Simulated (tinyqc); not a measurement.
# Worked calculation: ballistic Schottky-barrier transistor with a one-dimensional channel, WKB contacts

tinyqc, about 0.03 s, one thread, Intel Xeon 2.30GHz (shared host): `OMP_NUM_THREADS=1 python tinyqc.py 2390069 2390070 out.jsonl` Printed values are rounded.

Source Fermi level 0, drain Fermi level -Vd. Far from the contacts Ec = pn - psi, and the gate moves psi one to one; the band edges relax as exp(-x/lam) from pn at the source and pn - Vd at the drain; Ev = Ec - Eg. A carrier of energy w inside the channel band meets at a contact a barrier of height D (the contact edge beyond the channel edge): T = 1 for w >= D, else exp(-S), S = 4 lam sqrt(m/C) [sqrt(D - w) - sqrt(w) arctan sqrt((D - w)/w)], C = hbar^2/(2 m0). The two contacts combine as Ts Td/(Ts + Td - Ts Td).

Values chosen for this exercise; channel values close to those of a carbon nanotube:
```
symbol  value  unit                                        meaning
T         300     K                                    temperature
Eg      0.697    eV                                       band gap
pn       0.32    eV         barrier for electrons at both contacts
mn      0.061    m0                                  electron mass
mp      0.062    m0                                      hole mass
g           2                                  valleys or subbands
lam       2.4    nm               screening length at the contacts
Vd       0.05     V                                     drain bias
ps      -0.17     V      band shift psi of the channel by the gate
w0      0.087    eV  energy of one carrier inside the channel band
wm        0.4    eV                          upper end of the grid
nE         17                                   points of the grid
```

Constants: q = 1.602176634e-19 C, kB = 1.380649e-23 J/K, hbar = 1.054571817e-34 J s, h = 6.62607015e-34 J s, m0 = 9.1093837015e-31 kg, Vt = kB T/q, hbar^2/(2 m0) = 0.0380998212 eV nm^2. Results are converted to the units shown.

Range of the model: No scattering, image-force lowering, channel charge or band-to-band tunnelling; parabolic kappa overstates S deep in the gap.

## Band edges and barriers

Electrons: Ds = psi, Dd = psi - Vd, Es = Ec, Ed = Ec + Vd. Holes: Ds = -psi, Dd = Vd - psi, Es = -Ev, Ed = -Ev - Vd. The size of each current is taken; both flow from drain to source and add.

Ec = 0.49 eV
Ev = -0.207 eV
D for electrons (eV): source -0.170000, drain -0.220000
D for holes (eV): source 0.170000, drain 0.220000

A negative D is no barrier. Here the holes carry the larger current.

## Transmission of one of the holes

S and T at both contacts for w = w0, and the tunnelling distance lam ln(D/w) at the higher barrier.

S at the source = 0.733658
S at the drain = 1.24872
combined T = 0.218888
tunnelling distance = 2.22653 nm

## Current of the holes on a coarse grid

I = g (2 q^2/h) int T(w) [f(Es + w) - f(Ed + w)] dw, f(y) = 1/(1 + exp(y/Vt)). Electrons: Ds = psi, Dd = psi - Vd, Es = Ec, Ed = Ec + Vd. Holes: Ds = -psi, Dd = Vd - psi, Es = -Ev, Ed = -Ev - Vd. The size of each current is taken; both flow from drain to source and add. Simpson's rule on nE equally spaced w from 0 to wm.

```
point    w (eV)          Ts          Td           T  size of the supply difference
0      0.000000  0.00641390  0.00320183  0.00214026                     0.00196591
1      0.025000   0.0922024   0.0482168   0.0326954                     7.48670e-4
2      0.050000    0.220804    0.121400   0.0849899                     2.84826e-4
3      0.075000    0.389549    0.226231    0.167019                     1.08318e-4
4      0.100000    0.581573    0.359003    0.285309                     4.11868e-5
5      0.125000    0.772620    0.511637    0.444680                     1.56600e-5
6      0.150000    0.931139    0.671972    0.640160                     5.95408e-6
7      0.175000           1    0.824001    0.824001                     2.26379e-6
8      0.200000           1    0.946963    0.946963                     8.60706e-7
9      0.225000           1           1           1                     3.27246e-7
10     0.250000           1           1           1                     1.24421e-7
11     0.275000           1           1           1                     4.73054e-8
12     0.300000           1           1           1                     1.79858e-8
13     0.325000           1           1           1                     6.83829e-9
14     0.350000           1           1           1                     2.59996e-9
15     0.375000           1           1           1                    9.88518e-10
16     0.400000           1           1           1                    3.75840e-10
```

current = 3.78094e-4 uA

A converged quadrature gives 3.819e-4 uA; this grid is 1.0 % below that. 0.417 % of it passes over both barriers, the rest tunnels. The other carrier adds 2.01e-8 uA.
